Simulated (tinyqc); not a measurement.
Worked calculation: tight binding, kagome lattice. One step of it, computed by the program tinyqc.

Problem. Levels at K. Diagonalise the Hermitian matrix.

H(k) at K (eV), lower triangle (Hermitian):
```
,A,B,C
A,0.000000
B,-0.360000-0.623538i,0.000000
C,-0.360000+0.623538i,-0.360000-0.623538i,0.000000
```

Give: eigenvalues.

Solution.

eigenvalues (eV): -0.720  -0.720  1.440
